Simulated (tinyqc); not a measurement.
Inside a calculation. Method: Luttinger-Kohn k.p, four valence bands. One step of it, computed by the program tinyqc.

Problem. Levels at k. Diagonalise the Hermitian matrix.

H(k) at k (eV), order 3/2, 1/2, -1/2, -3/2:
$$\begin{pmatrix}
0.131022 & 0.080032-0.054216i & -0.015545+0.054216i & 0.000000 \\
0.080032+0.054216i & 0.148971 & 0.000000 & -0.015545+0.054216i \\
-0.015545-0.054216i & 0.000000 & 0.148971 & -0.080032+0.054216i \\
0.000000 & -0.015545-0.054216i & -0.080032-0.054216i & 0.131022
\end{pmatrix}$$

Give: eigenvalues.

Solution.

eigenvalues (eV): [0.028, 0.028, 0.252, 0.252]
